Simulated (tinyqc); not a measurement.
Worked calculation: sp3 tight binding, zinc-blende lattice. One step of it, computed by the program tinyqc.

Question. Levels at X. Diagonalise the Hermitian matrix.

H(k) at X (eV), lower triangle (Hermitian):
```
,a s,a px,a py,a pz,c s,c px,c py,c pz
a s,-13.480000
a px,0.000000,-6.360000
a py,0.000000,0.000000,-6.360000
a pz,0.000000,0.000000,0.000000,-6.360000
c s,0.000000,0.000000+8.455871i,0.000000,0.000000,-13.480000
c px,0.000000-8.455871i,0.000000,0.000000,0.000000,0.000000,-6.360000
c py,0.000000,0.000000,0.000000,0.000000-9.798379i,0.000000,0.000000,-6.360000
c pz,0.000000,0.000000,0.000000-9.798379i,0.000000,0.000000,0.000000,0.000000,-6.360000
```

Give: eigenvalues.

Answer.

eigenvalues (eV): -19.095  -19.095  -16.158  -16.158  -0.745  -0.745  3.438  3.438
